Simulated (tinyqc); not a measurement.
Transfer curve: field-effect mobility of a thin-film transistor with band-tail and deep states (multiple trapping). Computed by tinyqc, a small Python program. Command: `OMP_NUM_THREADS=1 python tinyqc.py 3030262 3030263 out.jsonl tft walk`. One thread of a shared host (Intel(R) Xeon(R) Processor @ 2.30GHz), about 0.08 s of CPU time with the checks.

A thick film in accumulation at small drain voltage. Only free electrons move; trapped ones still screen the gate. N_c and mu_0 are held fixed when T changes, leaving out the T^(3/2) growth of N_c. x = E_0 - psi is the distance of the Fermi level below the band edge.

Inputs (values chosen for the exercise, modelled on amorphous silicon):
```
quantity                                     value         unit
permittivity eps                              11.8            -
effective density of states N_c            2.1e+20       1/cm^3
band mobility mu_0                             8.5   cm^2/(V s)
tail density at the edge g_t               3.2e+21  1/(eV cm^3)
tail width E_t                                  24          meV
flat-band Fermi level below the edge, E_0     0.41           eV
equivalent oxide thickness t                   160           nm
temperature T                                  250            K
```

Deep states: none.

Constants: k_B = 8.617333262e-05 eV/K; e = 1.602176634e-19 C; eps_0 = 8.8541878128e-12 F/m.

Method:
- F_j(eta) = int_0^infinity x^j/(1 + exp(x - eta)) dx, without a gamma-function factor.
- Integrals over x = E/(k_B T) use 160 Gauss-Legendre points in u = sqrt(x) from 0 to sqrt(max(eta, 0) + 32).
- Free n(x) = N_c (2/sqrt(pi)) F_1/2(-x/k_B T), with F_1/2 from its two-term series in exp(-x/k_B T) for x >= 12 k_B T; tail n_t(x) = int_0^1.2eV g_t exp(-E/E_t)/(1 + exp((x - E)/k_B T)) dE, E counted down from the edge, 120 Gauss-Legendre points; space charge rho(psi) = n + n_t less its value at psi = 0.
- Poisson: F(psi) = sqrt((2 e/(eps eps_0)) int_0^psi rho dpsi'); V_G - V_FB = psi_s + eps F(psi_s) t/3.9; free sheet density N_f = int (n - n(E_0))/F dpsi; induced sheet density N_i = eps eps_0 F(psi_s)/e; trapezoid rule on 301 even points in psi, the first interval left out of N_f.
- mu_eff = mu_0 N_f/N_i; field-effect mobility mu_FE = mu_0 e (dN_f/dV_G)/C_ox and swing S = dV_G/dlog10(N_f), by a central difference of +/- 2 mV in psi_s; C_ox = 3.9 eps_0/t.

Against the band bending:
```
psi_s (V)  V_G - V_FB (V)  N_f (1/cm^2)  mu_eff (cm^2/(V s))  mu_FE (cm^2/(V s))  S (mV/decade)
0.14                 0.49    4.0340e+09               0.7197              0.7836     7.4829e+02
0.20                 1.40    1.8976e+10               0.9944              1.2293     2.2438e+03
0.25                 3.53    7.0114e+10               1.3482              1.7544     5.8093e+03
0.30                 9.09    2.6295e+11               1.8869              2.5592     1.4936e+04
0.33                16.03    5.8537e+11               2.3522              3.2771     2.5966e+04
0.36                28.04    1.3063e+12               2.9774              4.2606     4.4567e+04
0.39                48.24    2.8800e+12               3.7983              5.5049     7.6039e+04
0.42                80.32    6.0200e+12               4.7546              6.7175     1.3022e+05
0.45               126.53    1.1276e+13               5.6434              7.5150     2.1799e+05
```

The steepest swing among the rows is 748 mV/decade. mu_eff climbs from 0.72 to 5.6, 66 % of mu_0 in the last row. Between rows 6 and 7 N_f scales as (V_G - V_FB - psi_s)^1.45; an exponential tail holding all the charge would give the larger of 1 and 2 E_t/k_B T - 1, here 1.23, and free charge alone 1. The last row needs an oxide field above 5 MV/cm, near or beyond breakdown.
